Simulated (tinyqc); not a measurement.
# Worked calculation: pillar capacitor in an array: capacitance, non-linearity, leakage and relaxation

tinyqc, about 0.01 s, one thread, Intel Xeon 2.30GHz (shared host): `OMP_NUM_THREADS=1 python tinyqc.py 2102197 2102198 out.jsonl` Printed values are rounded.

A film between two metal electrodes, each interface adding a series capacitance ci. The small-signal permittivity is ek (1 + aq E^2); the field is found with the linear permittivity. Leakage J = J0 sinh(E/Ef). After a voltage step the film passes a relaxation current kr C V tt^(-nr), tt being the time in seconds. The sidewall is a coaxial capacitor with radii a = dm/2 and b = dm/2 + t, depth AR dm; the end face is left out.

Values chosen for this exercise; permittivity of the order of that of aluminium oxide:
```
symbol,value,unit,meaning
ek,8.33,,relative permittivity of the film
t,6.9,nm,film thickness
ci,1000,uF/cm^2,capacitance of each electrode interface (dead layer and screening)
aq,0.0019,cm^2/MV^2,quadratic field coefficient of the permittivity
V,2.2,V,bias
J0,7.1e-11,A/cm^2,leakage prefactor
Ef,0.18,MV/cm,field for an e-fold rise of the leakage
dm,32,nm,diameter of the pillar
AR,10,,"aspect ratio, depth over diameter"
pt,74,nm,pitch of the square array
rho,320,uohm cm,resistivity of the inner electrode
```

Constants: eps0 = 8.8541878128e-14 F/cm where lengths are in cm. Results are converted to the units shown.

## Planar capacitance, field and non-linearity

Planar film: Cf = eps0 ek/t, 1/C = 1/Cf + 2/ci, EOT = 3.9 eps0/C, effective permittivity C t/eps0, E = (V/t) C/Cf; quadratic coefficient [C(V)/C - 1]/V^2 with Cf (1 + aq E^2) in C(V).

Cf = 1.068919 uF/cm^2
C = 1.066638 uF/cm^2
EOT = 3.237398 nm
effective permittivity = 8.312230
E = 3.181604 MV/cm
quadratic coefficient = 3965.110 ppm/V^2
J = 0.001685134 A/cm^2

The interfaces take 0.213 % of the voltage.

## Cell capacitance, fields and time constant

Per length 1/c = ln(b/a)/(2 pi eps0 ek) + (1/a + 1/b)/(2 pi ci); cell capacitance c AR dm; per footprint over pt^2; fields c V/(2 pi eps0 ek r) at r = a and b; resistance of the inner electrode rho AR dm/(pi a^2); time constant R C/3 of the distributed line.

a = 16 nm
b = 22.9 nm
cell capacitance = 0.4126944 fF
capacitance per footprint = 7.536421 uF/cm^2
field at a = 3.826553 MV/cm
field at b = 2.673574 MV/cm
R = 1.273240 kohm
R C/3 = 0.1751530 ps

The array gives 7.07 times the planar capacitance per footprint; curvature makes the field at the inner electrode 1.20 times the planar value.
